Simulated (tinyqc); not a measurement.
# Worked calculation: silicon n-p-n transistor, Gummel numbers and transit times

Computed by the program tinyqc: `OMP_NUM_THREADS=1 python tinyqc.py 2320042 2320043 out.jsonl`, one thread of a shared Intel Xeon 2.30GHz, about 0.01 s for the whole run. Printed values are rounded.

One-dimensional n-p-n transistor in the forward active mode at low injection. In the base p(x) = NB exp(-eta x/wb) and ni(x)^2 = ni^2 exp((g0 + g1 x/wb)/Vt); electrons leave the base at vsat; band spikes at the emitter junction and recombination inside the emitter are ignored.

Inputs (values chosen for the exercise); band and dielectric values close to those of silicon: temperature T = 350 K; band gap Eg = 1.14 eV; relative permittivity eps_r = 11.9; conduction-band density of states at T Nc = 3.48e19 cm^-3; valence-band density of states at T Nv = 3.34e19 cm^-3; saturation velocity vsat = 1.01e7 cm/s; neutral base width wb = 370 nm; base doping at the emitter edge NB = 2.1e18 cm^-3; doping falls as exp(-eta x/wb) eta = 3.5; gap reduction at the emitter edge of the base g0 = 0 eV; further gap reduction across the base (linear) g1 = 0 eV; electron diffusion coefficient in the base Dn = 11 cm^2/s; emitter doping NE = 3.7e19 cm^-3; gap reduction in the emitter (negative: wider gap) gE = 0.12 eV; neutral emitter width we = 79 nm; hole diffusion coefficient in the emitter Dp = 1.4 cm^2/s; recombination velocity at the emitter contact Se = 90000 cm/s; electron lifetime in the base tb = 2e-8 s; collector doping NC = 1.3e16 cm^-3; collector-base reverse bias VCB = 0.3 V.

Constants: q = 1.602176634e-19 C, kB = 1.380649e-23 J/K, Vt = kB T/q, eps0 = 8.8541878128e-14 F/cm where lengths are in cm. Results are converted to the units shown.

Range of the model: The collector doping exceeds a tenth of the base doping at that edge, so the collector layer reaches noticeably into the base. Heavy doping makes emitter or base degenerate; gE and g0 are to be read as apparent gap changes that include this.

## Base Gummel number and transit time

f(x) = p(x) ni^2/ni(x)^2; I(x) = integral from x to wb of f/Dn, plus f(wb)/vsat; base Gummel number GB = I(0); electron density per unit flux n/(J/q) = I/f; base transit time tauB = integral of I/f over the base. Trapezoid rule on 9 equal steps.

```
point   x (nm)   f (cm^-3)  I (s/cm^4)  I/f (s/cm)
0        0.000      2.1e18  1.98812e12  9.46725e-7
1       41.111  1.42340e18  1.32971e12  9.34178e-7
2       82.222  9.64794e17  8.83430e11  9.15666e-7
3      123.333  6.53947e17  5.80938e11  8.88356e-7
4      164.444  4.43251e17  3.75906e11  8.48064e-7
5      205.556  3.00440e17  2.36933e11  7.88620e-7
6      246.667  2.03641e17  1.42736e11  7.00920e-7
7      287.778  1.38030e17  7.88884e10  5.71531e-7
8      328.889  9.35580e16  3.56119e10  3.80640e-7
9      370.000  6.34145e16   6.27866e9  9.90099e-8
```

GB = 1.98812e12 s/cm^4
tauB = 26.9312 ps

With 4000 steps GB = 1.964e12 s/cm^4 and tauB = 26.72 ps. A uniform base would give wb^2/(2 Dn) + wb/vsat = 65.9 ps; the built-in field, a drop of 3.50 Vt across the base, shortens the transit by a factor of 2.47.

## Gain, Early voltage and collector delay

ni = sqrt(Nc Nv) exp(-Eg/(2 Vt)), Eg in volts; GE = NE exp(-gE/Vt)(we/Dp + 1/Se); JC = J0 exp(VBE/Vt), J0 = q ni^2/GB; gain limited by back injection GE/GB, by base recombination tb/tauB, together 1/beta = the sum of the inverses; collector layer one-sided, Wc = sqrt(2 eps0 eps_r (Vbc + VCB)/(q NC)), Vbc = Vt ln(p(wb) NC/ni^2), Cjc = eps0 eps_r/Wc; Early voltage VA = GB q p(wb)/(f(wb) Cjc [1/Dn - (eta + g1/Vt)/(wb vsat)]), f(wb) = p(wb) exp(-(g0 + g1)/Vt), p(wb) = NB exp(-eta); tauC = Wc/(2 vsat).

ni = 2.11361e11 cm^-3
GE = 1.15983e13 s/cm^4
J0 = 3.60011e-9 A/cm^2
GE/GB = 5.83381
tb/tauB = 742.632
beta = 5.78834
Wc = 320.133 nm
Cjc = 0.329128 fF/um^2
VA = 118.686 V
tauC = 1.58482 ps

The gain is limited more by back injection into the emitter. beta VA = 687 V.
